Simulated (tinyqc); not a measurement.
Photoconductance decay in a wafer: bulk and surface recombination modes, and iron detection by pair splitting: one step, computed by the program tinyqc.

Both faces of the wafer have the same S; injection is low and all coefficients are constant. x runs from -W/2 to W/2.

Question. Effective lifetime. Even modes cos(a x) obey b tan b = S W/(2 D) with b = a W/2, odd modes sin(a x) obey -b cot b = S W/(2 D); each decays at the rate 1/tau_b + D a^2. tau_eff is the decay time of the first mode. The surface time is 1/(D a^2) of that mode; shortcuts for it are W/(2 S), W^2/(pi^2 D) and their sum, whose error is sum/surface time - 1.

Inputs (values chosen for the exercise, modelled on p-type silicon): thickness W = 300 micrometre; diffusivity D = 26.9 cm^2/s; bulk lifetime tau_b without iron = 660 microsecond; surface recombination velocity S = 13 cm/s.

Give: tau_eff; surface time; W/(2 S); W^2/(pi^2 D); error of the sum; tau_eff/tau_b.

Answer.

tau_eff = 420.22 microsecond

surface time = 1156.6 microsecond

W/(2 S) = 1153.8 microsecond

W^2/(pi^2 D) = 3.3899 microsecond

error of the sum = 0.051916 %

tau_eff/tau_b = 0.63669

The surfaces are slow against diffusion, so W/(2 S) is the larger part. tau_eff is only 0.64 of tau_b, so it understates the bulk lifetime.
